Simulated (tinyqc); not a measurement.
# Tail temperature from the power law

Inverse problem. When tail states hold most of the charge, the linear current goes as I = A (Vg - VT)^g with g = 2 Tt/T - 1. Find g, Tt and the tail width kB Tt.

Values chosen for this exercise:
```
symbol  value  unit      meaning
T         250     K  temperature
```

Constants: q = 1.602176634e-19 C, kB = 1.380649e-23 J/K, Vt = kB T/q. Results are converted to the units shown.

I at Vg - VT = 6 and 9 V (nA): 1292.6629  3958.1947

Answer. g is the slope of ln I against ln(Vg - VT).

g = 2.760
Tt = 470.0 K
kB Tt = 40.50 meV

tinyqc, about 0.03 s, one thread, Intel Xeon 2.30GHz (shared host): `OMP_NUM_THREADS=1 python tinyqc.py 2610027 2610028 out.jsonl`
